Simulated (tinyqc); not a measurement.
Worked calculation: one-electron ion in a basis of Gaussians. One step of it, computed by the program tinyqc.

Task: Matrices over normalised Gaussians. With p = a_i + a_j and I(k) = Gamma((k+1)/2) / (2 p^((k+1)/2)): S = I(2l+2), T = (2l+3) a_i a_j S / p, V = -Z I(2l+1), each divided by sqrt(S_ii S_jj).

exponents of r^l exp(-a r^2) (1/bohr^2): [0.440000, 1.642000, 6.129000, 22.880000]

Z = 3

l = 0

Give: S; T; V.

Result:

S:
```
[[1.0000, 0.7378, 0.3535, 0.1419],
 [0.7378, 1.0000, 0.7377, 0.3535],
 [0.3535, 0.7377, 1.0000, 0.7377],
 [0.1419, 0.3535, 0.7377, 1.0000]]
```

T (hartree):
```
[[0.6600, 0.7681, 0.4354, 0.1838],
 [0.7681, 2.4630, 2.8662, 1.6245],
 [0.4354, 2.8662, 9.1935, 10.6983],
 [0.1838, 1.6245, 10.6983, 34.3200]]
```

V (hartree):
```
[[-3.1755, -3.6038, -3.0673, -2.3205],
 [-3.6038, -6.1345, -6.9617, -5.9250],
 [-3.0673, -6.9617, -11.8518, -13.4500],
 [-2.3205, -5.9250, -13.4500, -22.8991]]
```
